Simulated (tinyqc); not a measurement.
Perpendicular magnetic tunnel junction: magnetoresistance, thermal stability and spin-torque switching: one step of the calculation.

A circular free layer treated as one macrospin with its easy axis out of plane. mu0 = 1.25663706212e-6 H/m, gyromagnetic ratio q/m0 (g = 2). Magnetic parameters are taken as given at T.

Question. Retention of the array. A bit flips thermally at the rate exp(-Delta)/t0; the chance that any of N bits flips in ten years (3.15576e8 s) is 1 - exp[-N (time/t0) exp(-Delta)]. The Delta needed for a chance of 1e-4 follows by inversion.

Values chosen for this exercise: attempt time t0 = 1 ns; bits N = 1.07e9.

Delta = 42.872098

Find: mean life of one bit; expected flips in ten years; Delta needed.

Answer.

mean life of one bit = 131.83 years
expected flips in ten years = 8.1166e7
Delta needed = 70.294

Delta falls short of the need by 27.4.

Program tinyqc, `OMP_NUM_THREADS=1 python tinyqc.py 2450048 2450049 out.jsonl`; Intel Xeon 2.30GHz, shared host, one thread, about 0.01 s.
